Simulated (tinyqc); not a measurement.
From results back to parameters: WKB tunnelling through a gate dielectric with a two-band (Franz) dispersion. Two cases, with inputs chosen for the exercise.

Problem. In the Fowler-Nordheim regime with a parabolic band J/F^2 is proportional to exp(-B/F), B = (4/3) sqrt(m/c) phi^(3/2), c = hbar^2/2m0, 1 V/angstrom = 100 MV/cm. The ratio below was computed from a hidden barrier.

Constants: hbar^2/2m0 = 3.80998211 eV angstrom^2.

Case 1.

Values chosen (out of a larger set: of the size used for HfO2 on silicon; not measured data): m = 0.22 m0 (mass at the conduction edge); F1 = 7.4 MV/cm (first field); F2 = 11.8 MV/cm (second field).

ln[(J2/F2^2)/(J1/F1^2)] = 2.87742

Case 2.

Values chosen (out of a larger set: of the size used for HfO2 on silicon; not measured data): m = 0.22 m0 (mass at the conduction edge); F1 = 8.9 MV/cm (first field); F2 = 10.7 MV/cm (second field).

ln[(J2/F2^2)/(J1/F1^2)] = 1.07935

Find: B; phi.

Solution. B is the logarithm divided by 1/F1 - 1/F2; then phi = (3 B/(4 sqrt(m/c)))^(2/3). The slope fixes only m phi^3, so the mass must be known.

Case 1.

B = 57.10 MV/cm
phi = 1.470 eV

Case 2.

B = 57.10 MV/cm
phi = 1.470 eV

Computed by tinyqc, one run a case: `OMP_NUM_THREADS=1 python tinyqc.py N N+1 out.jsonl` with N = 1480962, 1480963; one thread of a shared Intel(R) Xeon(R) Processor @ 2.30GHz, about 0.01 s a run at most.
